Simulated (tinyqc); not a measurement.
Solubility, supersaturation, precipitation and gettering of an impurity in a silicon-like host: one step, computed by the program tinyqc.

The wafer was saturated at T1 and is then held at T.

Problem. Growing precipitates. Growing sinks: with y = r/r_f and y0 = r0/r_f, dy/dt = (1 - y^3)/(3 tau_f y), which integrates to t/tau_f = F(y) - F(y0), F(y) = (1/2) ln[(1 + y + y^2)/(1 - y)^2] - sqrt(3) arctan[(2y + 1)/sqrt(3)]; the share of the excess left is (1 - y^3)/(1 - y0^3), and C(t) = C_eq + (C0 - C_eq) x share.

Inputs (values chosen for the exercise, modelled on iron in silicon):
```
quantity                      value  unit
temperature of saturation T1   1400     K
anneal temperature T            864     K
initial sink radius r0           64    nm
anneal time t                   100     s
```

final radius r_f = 67.46970 nm

tau_f = 190.7046 s

C_eq(T) = 5.605349e+08 1/cm^3

C0 = 2.170931e+15 1/cm^3

Give: radius at t; share of the excess left; C(t) with growing sinks.

Solution.

radius at t = 65.42 nm

share of the excess left = 0.6045

C(t) with growing sinks = 1.312e+15 1/cm^3

39.6 % of the excess has precipitated. Caution: the barrier to homogeneous nucleation is below 35 k_B T for these inputs, so new precipitates would form and outnumber the fixed sinks assumed here.
